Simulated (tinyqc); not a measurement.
Time-dependent dielectric breakdown: cell percolation, Weibull statistics, area scaling and voltage extrapolation: one step, computed by the program tinyqc.

The oxide is divided into columns of area a^2, each holding m = t_ox/a cells (m is taken as continuous). A share lambda(t) = (t/t_1)^alpha of the cells is defective, and a column whose cells are all defective breaks down.

Problem. Fitting the sample. W = ln(-ln(1 - F_i)) with the median ranks F_i. Least squares in W: W = beta ln t - beta ln t63. Maximum likelihood: solve sum t^b ln t/sum t^b - 1/b = mean of ln t for b, then t63 = (mean of t^b)^(1/b).

Weibull plot:
```
i      t (s)        F_i      ln t          W
1    15.9729  0.0673077  2.770896  -2.663843
2    18.0744  0.1634615  2.894497  -1.723263
3    27.7471  0.2596154  3.323132  -1.202023
4    31.9183  0.3557692  3.463179  -0.821667
5    34.2195  0.4519231  3.532795  -0.508595
6    41.9720  0.5480769  3.737004  -0.230365
7    69.5325  0.6442308  4.241794   0.032925
8    99.9791  0.7403846  4.604961   0.299033
9   108.1606  0.8365385  4.683617   0.593977
10  123.9493  0.9326923  4.819873   0.992689
```

Give: slope by least squares; t63 by least squares; slope by maximum likelihood; t63 by maximum likelihood.

Solution.

slope by least squares = 1.438

t63 by least squares = 64.77 s

slope by maximum likelihood = 1.576

t63 by maximum likelihood = 64.07 s

Caution: t_1 is an input here; in a real oxide it changes with thickness at fixed voltage.
